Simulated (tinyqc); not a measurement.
Electromigration in a confined line: Blech product, Korhonen stress evolution and Black's law: one step, computed by the program tinyqc.

The electron wind pushes atoms from the cathode (x = 0) to the anode (x = L); blocking ends build a back stress (tension positive). The input rho is taken not to change with temperature. d sigma/dt = d/dx [kappa (d sigma/dx + G)], with zero flux at both ends and sigma = sigma_0 at t = 0.

Problem. Driving force and diffusivities. G = Z* e rho j/Omega; D = D0 exp(-E/(k_B T)); kappa = D B Omega/(k_B T); drift velocity of an unconfined line v = D Z* e rho j/(k_B T). SI: 1 micro-ohm cm = 1e-8 ohm m, 1 MA/cm^2 = 1e10 A/m^2. Temperatures in kelvin are T(C) + 273.15.

Inputs (values chosen for the exercise, close to those used for copper lines):
```
quantity                      value          unit
resistivity rho                2.27  micro-ohm cm
atomic volume Omega            11.8    angstrom^3
effective charge number Z*      1.7             -
prefactor D0                6.1e-08         m^2/s
activation energy E           0.925            eV
effective modulus B              33           GPa
current density j               1.3       MA/cm^2
test temperature T              270             C
```

Start: thermal stress.

Constants: e = 1.602176634e-19 C; k_B = 8.617333262e-05 eV/K; k_B = 1.380649e-23 J/K.

Give: stress gradient G; diffusivity D; kappa; drift velocity.

Solution.

stress gradient G = 6.812 MPa/um

diffusivity D = 1.594e-16 m^2/s

kappa = 8.276e-15 m^2/s

drift velocity = 6.150 nm/h
